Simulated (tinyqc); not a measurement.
# A double barrier with mass mismatch, transfer matrices: what changes with what

One electron of energy E comes from the left lead (band edge 0); no transverse momentum. Parabolic bands, masses in units of m0, C = hbar^2/(2 m0); psi and psi'/m are continuous at every interface. Barrier d1, well Lw, barrier d2; the right lead equals the left one.

Inputs (values chosen for the exercise); masses and offsets of a made-up heterostructure: mass in the left lead mL = 0.031 m0; barrier height U1 = 1 eV; barrier mass m1 = 0.11 m0; width of the first barrier d1 = 1.1 nm; well width (edge 0, mass mL) Lw = 3.2 nm; width of the second barrier d2 = 1.7 nm; electron energy E = 0.626 eV.

Constants: q = 1.602176634e-19 C, hbar = 1.054571817e-34 J s, m0 = 9.1093837015e-31 kg, hbar^2/(2 m0) = 0.0380998212 eV nm^2. Results are converted to the units shown.

Each table varies one quantity; the others keep the values above.

## Effect of the barrier mass and of the matching rule

For the pair (psi, psi'/m) a flat layer has M = [[cos kd, (m/k) sin kd], [-(k/m) sin kd, cos kd]] with k = sqrt(m (E - U)/C) above its edge U, and M = [[cosh Kd, (m/K) sinh Kd], [(K/m) sinh Kd, cosh Kd]] with K = sqrt(m (U - E)/C) below it. The matrices are multiplied with later layers to the left. With M acting on (psi, psi'/m) and v = k/m in each lead, T(E) = 4 vL vR/[(vL vR M12 - M21)^2 + (vR M11 + vL M22)^2]. The second column matches psi and psi' without the mass (every m outside k and K set to 1), which is not the envelope-function rule when the masses differ.

Effect of the barrier mass and of the matching rule:
```
m1 (m0),"T(E), psi'/m matched","T(E), psi' matched",ratio
0.02,0.46123,0.30116,0.65295
0.026,0.32175,0.26142,0.81249
0.033,0.20419,0.22262,1.0902
0.043,0.10590,0.17878,1.6882
0.055,0.050182,0.13993,2.7884
0.071,0.020412,0.10433,5.1112
0.092,0.0072792,0.075297,10.344
0.12,0.0022445,0.054280,24.183
```

What does the comparison show?

With psi'/m matched, T(E) falls from 0.461 to 0.00224. The other rule gives 0.653 times that in the first row and 24.2 times in the last; the two rules coincide at m1 = mL = 0.031.

## Transmission against energy

Same model as above.

The last column is exp(-2 sum K d) over the layers with U > E.

Result of one run:
```
E (eV),T(E),exp(-2 sum K d)
0.549,0.003122,0.001678
```

What becomes of these results when the electron energy E is changed from 0.549 to 0.393 eV, all else the same?

Result of the changed run:
```
E (eV),T(E),exp(-2 sum K d)
0.393,0.005166,6.031e-4
```

The whole series:
```
E (eV),T(E),exp(-2 sum K d)
0.08,2.480e-4,1.087e-4
0.236,0.05591,2.443e-4
0.393,0.005166,6.031e-4
0.549,0.003122,0.001678
0.705,0.004061,0.005695
0.862,0.008125,0.02917
1.018,0.02511,1.000
1.175,0.1668,1.000
1.331,0.7873,1.000
1.487,0.1990,1.000
1.644,0.1378,1.000
1.8,0.1588,1.000
```

T(E) runs from 2.48e-4 at 0.08 eV to 0.159 at 1.8 eV; among the rows its largest value is 0.787 at 1.331 eV. Below the barriers it exceeds exp(-2 sum K d) by up to a factor of 229 (at 0.236 eV), which marks a resonance or miniband close to that energy.

## Resonance against the width of the second barrier

Same model as above.

The lowest resonance is the first maximum of T(E); its width is the full width at half maximum, and tau = hbar/width.

Results:
```
d2 (nm),E_r (eV),peak T(E),width (meV),tau (fs)
0.55,0.2631,0.5560,103.1,6.383
1.1,0.2595,1.000,30.58,21.53
1.38,0.2591,0.8492,21.72,30.31
1.65,0.2589,0.5554,17.98,36.61
1.93,0.2588,0.2977,16.26,40.47
2.2,0.2588,0.1479,15.53,42.39
```

Estimate the missing row, d2 = 0.83 nm.

Computed row:
```
d2 (nm),E_r (eV),peak T(E),width (meV),tau (fs)
0.83,0.2605,0.8588,50.58,13.01
```

With this row back in the table: The peak T(E) goes from 0.556 through a maximum of 1.00 (at d2 = 1.1 nm among the rows listed) to 0.148, and the width falls from 103 to 15.5 meV; E_r stays between 0.2588 and 0.2631 eV. Equal barriers, d2 = d1 = 1.1 nm, give a peak of 1. Once d2 is the thicker barrier the electron leaves mainly through d1, so the width levels off. In 1 of the 7 rows a layer is thinner than 0.8 nm, a few atomic planes, where an effective mass is a rough description.

Range of the model: Masses are held fixed, although real bands cease to be parabolic a few tenths of an eV from their edges (inside a barrier too).

Program tinyqc, `OMP_NUM_THREADS=1 python tinyqc.py 2560021 2560022 out.jsonl`; Intel Xeon 2.30GHz, shared host, one thread, about 0.03 s.
